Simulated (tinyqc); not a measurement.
Long-channel MOSFET, surface-potential model: one step of the calculation.

n-channel transistor on a uniformly doped p-type body, gradual-channel approximation, constant mobility, Boltzmann statistics, full ionisation. Potentials are counted from the neutral body; V is the electron quasi-Fermi potential, Vsb at the source and Vsb + Vds at the drain. Charges are magnitudes per area.

Problem. Surface potential at the source by Newton steps. With V = Vsb: G = psi - Vt + Vt e, e = exp((psi - 2 phiF - Vsb)/Vt); f = Vgs + Vsb - Vfb - psi - gamma sqrt(G); f' = -1 - gamma (1 + e)/(2 sqrt(G)); psi(new) = psi - f/f'.

Inputs (values chosen for the exercise); material values close to those of silicon:
- T = 300 K (temperature)
- Vfb = -0.91 V (flat-band voltage)
- Vsb = 1 V (source-body reverse bias)
- Vgs = 0.18 V (gate-source voltage)

Constants: q = 1.602176634e-19 C, kB = 1.380649e-23 J/K, Vt = kB T/q. Results are converted to the units shown.

psi after iteration 1 = 1.9575063 V
phiF = 0.32420967 V
gamma = 0.026501267 V^0.5

Wanted: G; f; f'; psi after iteration 2.

Solution.

G = 4028 V
f = -1.550 V
f' = -33.52
psi after iteration 2 = 1.911 V

tinyqc, about 0.05 s, one thread, Intel Xeon 2.30GHz (shared host): `OMP_NUM_THREADS=1 python tinyqc.py 2360103 2360104 out.jsonl`
